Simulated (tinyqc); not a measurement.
Inside a calculation. Model: van der Pauw, Hall and four-point-probe measurements on a doped layer.

Computed by the program tinyqc: `OMP_NUM_THREADS=1 python tinyqc.py 2850121 2850122 out.jsonl`, one thread of a shared Intel Xeon 2.30GHz, about 0.01 s for the whole run. Printed values are rounded.

A uniform p-type layer with sheet resistance Rs = 1/(q ns mu), point contacts, low field (mu B small).

Inputs (values chosen for the exercise):
```
symbol  value        unit                                                      meaning
ns       6e13       cm^-2                                   sheet density of the layer
mu         41  cm^2/(V s)                                               drift mobility
rH          1                                                              Hall factor
B         0.5           T                                               magnetic field
I         500          uA                                                      current
ar        1.8              side ratio a/b of a rectangular sample with corner contacts
t          18          nm                                       thickness of the layer
```

Constants: q = 1.602176634e-19 C. Results are converted to the units shown.

## Resistances and Hall voltage

Rs = 1/(q ns mu). For a rectangle with contacts at the corners, RA = (8 Rs/pi) sum_(k>=0) ln coth((2k + 1) pi a/(2 b)) with current along a short side b and voltage along the opposite one, RB the same with a and b exchanged; Hall voltage VH = rH B I/(q ns), negative for electrons.

Rs = 2537.20 ohm/square
RA = 45.2329 ohm
RB = 2350.27 ohm
VH = 2.60063 mV

RB/RA = 52.0; for a square both equal Rs ln 2/pi = 560 ohm.

## Starting value

z = 2 ln 2/(pi (RA + RB)), exact for RA = RB.

z at the start = 0.184208 mS

## Iteration 1: new z

The van der Pauw equation exp(-pi RA z) + exp(-pi RB z) = 1 is solved for z = 1/Rs: e1 = exp(-pi RA z), e2 = exp(-pi RB z), f = e1 + e2 - 1, f' = -pi (RA e1 + RB e2), z(new) = z - f/f'.

e1 = 0.974163
e2 = 0.256631
f = 0.230794
f' = -2.03329 kohm
z after iteration 1 = 0.297716 mS

## Iteration 2: new z

As before.

e1 = 0.958576
e2 = 0.111001
f = 0.0695775
f' = -0.955806 kohm
z after iteration 2 = 0.370510 mS

## Course of the iteration

Stop when the step is below 1e-10 mS, or after 40 iterations.

Course of the iteration:
```
iteration  z before the step (mS)  step (mS)
1                        0.184208      0.114
2                        0.297716     0.0728
3                        0.370510     0.0221
4                        0.392608    1.52e-3
5                        0.394129    6.49e-6
6                        0.394135   1.17e-10
7                        0.394135          0
```

Converged in 7 iterations.

## Sheet density, mobility and bulk values

converged z = 0.394135 mS

Rs = 1/z; Hall sheet density B I/(q |VH|); Hall mobility |VH|/(Rs B I); true values ns = rH times the Hall density, mu = Hall mobility/rH; bulk density ns/t, resistivity Rs t; correction factor F = Rs/[(pi/ln 2)(RA + RB)/2].

Rs = 2537.20 ohm/square
Hall sheet density = 6e13 cm^-2
Hall mobility = 41 cm^2/(V s)
ns = 6e13 cm^-2
mu = 41 cm^2/(V s)
bulk density = 3.33333e19 cm^-3
resistivity = 0.00456696 ohm cm
F = 0.467373

Taking the mean of RA and RB without F would overstate Rs by 110 %.
